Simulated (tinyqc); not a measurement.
# From one set of inputs to another, one input at a time

Model: hot carriers by balance equations with a heated Maxwellian. Computed by tinyqc, a small Python program. Command: `OMP_NUM_THREADS=1 python tinyqc.py 3031407 3031408 out.jsonl hot ladder`. One thread of a shared host (Intel(R) Xeon(R) Processor @ 2.30GHz), about 0.05 s of CPU time with the checks.

The carriers follow a Maxwellian at an electron temperature T_e, slightly displaced; the drift energy is neglected against k_B T_e. The balance averages the rate, not the time, so mu_0 lies below the relaxation-time value.

The inputs printed are set A. Set A is modelled on holes in silicon; the values taken over come from a set modelled on electrons in diamond. Inputs not listed in the table keep their values of set A, so the rows need not describe a real material.

Inputs (values chosen for the exercise, modelled on holes in silicon):
```
quantity                                          value       unit
effective mass m                                  0.497        m_0
density rho                                        2329     kg/m^3
sound velocity v_l                                 8890        m/s
acoustic deformation potential D_A                    5         eV
phonon energy hbar w                               61.1        meV
optical or intervalley deformation potential D_o    9.8  1e8 eV/cm
final valleys Z_f                                     1          -
lattice temperature T                               150          K
electric field F                                   0.66      kV/cm
iteration cap                                       300          -
```

Band: parabolic. Solver: Newton.

Constants: k_B = 8.617333262e-05 eV/K; k_B = 1.380649e-23 J/K; e = 1.602176634e-19 C; hbar = 1.054571817e-34 J s; m_0 = 9.1093837015e-31 kg; hbar = 6.582119569e-16 eV s.

Method:
- Parabolic band: E = hbar^2 k^2/(2 m), speed v = hbar k/m, states per spin, volume and energy g(E) = m k/(2 pi^2 hbar^2). Masses are multiplied by m_0 and all formulas are in SI units.
- Phonon occupation N_q = 1/(exp(hbar w/(k_B T)) - 1).
- Acoustic deformation potential (elastic, equipartition, absorption and emission together): 1/tau = 2 pi k_B T D_A^2 g(E)/(hbar rho v_l^2).
- Optical or intervalley deformation potential: 1/tau = (pi Z_f D_o^2/(rho w)) [N_q g(E + hbar w) + (N_q + 1) g(E - hbar w)], with g = 0 below the band edge.
- Averages over the Maxwellian, <y> = int y x^(1/2) exp(-x) dx / int x^(1/2) exp(-x) dx with x = E/(k_B T_e), split at x_0 = hbar w/(k_B T_e): 64 Gauss-Legendre points in sqrt(x) below it and 128 in sqrt(x - x_0) above it, up to x = 32. Momentum balance: mu(T_e) = e/(m nu), nu = <x (sum of rates)>/<x>. Power lost per carrier: P(T_e) = hbar w <emission rate - absorption rate> + <(2 m v_l^2/(k_B T)) (E - 2 k_B T) acoustic rate>.
- Energy relaxation time at weak heating: tau_E = (3/2) k_B / (dP/dT_e), the derivative by a central difference of +/- 0.5 K at T_e = T.
- Newton: h(T_e) = P - e mu F^2, T_new = T_e - h/h', with h' by a central difference of +/- 0.5 K, limited to the range T to 3 T_e.
- Start at T_e = 1.5 T; stop when T_e moves by less than 1e-6 K or exceeds 1e6 K.
- v = mu(T_e) F; warm-carrier coefficient (mu/mu_0 - 1)/F^2.

Each row keeps all changes above it:
```
input moved                                                    from     to  drift velocity (1e7 cm/s)  low-field mobility mu_0 (cm^2/(V s))  mobility mu(T_e) (cm^2/(V s))
set A                                                             -      -                    0.23079                                  3909                         3496.8
effective mass m (m_0)                                        0.497  0.498                    0.22980                                  3890                         3481.9
density rho (kg/m^3)                                           2329   3515                    0.31435                                  5871                         4762.9
acoustic deformation potential D_A (eV)                           5      9                    0.15402                                  2491                         2333.7
phonon energy hbar w (meV)                                     61.1    135                    0.15663                                  2990                         2373.1
electric field F (kV/cm)                                       0.66    1.1                    0.23273                                  2990                         2115.8
sound velocity v_l (m/s)                                       8890  18000                    0.64274                                 12232                         5843.1
optical or intervalley deformation potential D_o (1e8 eV/cm)    9.8      8                    0.64276                                 12244                         5843.2
```

Which inputs carry the difference?

Drift velocity goes from 0.231 to 0.643, a factor 2.79 in all. The largest single move comes from sound velocity v_l (a factor 2.76), and acoustic deformation potential D_A works against it (a factor 0.490). Low-field mobility mu_0 goes from 3910 to 12200, a factor 3.13 in all. The largest single move comes from sound velocity v_l (a factor 4.09), and acoustic deformation potential D_A works against it (a factor 0.424). Mobility mu(T_e) goes from 3500 to 5840, a factor 1.67 in all. The largest single move comes from sound velocity v_l (a factor 2.76), and acoustic deformation potential D_A works against it (a factor 0.490). The single moves hold for this order of the switches; the total does not depend on the order.

Caution (rows set A, effective mass m, density rho, acoustic deformation potential D_A, sound velocity v_l, optical or intervalley deformation potential D_o): the drift energy m v^2/2 is not small against the heating (3/2) k_B (T_e - T), so T_e - T is rough.

Extremes, crossings and ranges named in words are read from the listed rows.
